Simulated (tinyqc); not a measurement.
Delay unit and parasitic delay from two ring oscillators.

Question. A ring of 11 inverters oscillates at 1/(2 x 11 d), with stage delay d = tau (h + p) for fan-out h. Find tau, p and the delay at fan-out 4.

frequencies of 11-stage ring oscillators with fan-out 2 and 4 (GHz): 2.7679056  1.7074054

Solution. d is a straight line in h with slope tau and intercept tau p.

tau = 5.10 ps
p = 1.22
delay at fan-out 4 = 26.6 ps

Numbers from tinyqc (`OMP_NUM_THREADS=1 python tinyqc.py 2082141 2082142 out.jsonl`; about 0.01 s on one thread of a shared Intel Xeon 2.30GHz).
